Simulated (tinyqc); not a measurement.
Composition and strain of an epitaxial Si(1-x)Ge(x) layer from Raman and X-ray peaks: one step, computed by the program tinyqc.

A (001) layer, biaxially strained in the plane. The Raman peaks follow empirical lines omega = w0 + c1 x + c3 x^3 + b eps (c3 for Si-Ge alone), with eps the in-plane strain.

Problem. Raman peaks. Insert x and eps in the three lines; the strain part is b eps.

Inputs (values chosen for the exercise, modelled on silicon-germanium):
```
quantity                     value  unit
Ge fraction x                 0.77     -
Si-Si: w0                    520.4  1/cm
Si-Si: c1                    -70.2  1/cm
Si-Si: strain coefficient b   -684  1/cm
Si-Ge: w0                    399.9  1/cm
Si-Ge: c1                     25.6  1/cm
Si-Ge: c3                    -35.5  1/cm
Si-Ge: strain coefficient b   -555  1/cm
Ge-Ge: w0                    280.3  1/cm
Ge-Ge: c1                     19.2  1/cm
Ge-Ge: strain coefficient b   -440  1/cm
```

Substrate: silicon.

in-plane strain eps = -22.11304 per mille

Give: Si-Si peak; Si-Ge peak; Ge-Ge peak; strain parts.

Solution.

Si-Si peak = 481.5 1/cm

Si-Ge peak = 415.7 1/cm

Ge-Ge peak = 304.8 1/cm

strain parts (1/cm): Si-Si 15.13, Si-Ge 12.27, Ge-Ge 9.73

Read as unstrained, the Si-Si peak would give x = 0.555 in place of 0.77. Caution: strains above 2 % survive only in layers a few nanometres thick, and the linear relations lose accuracy.
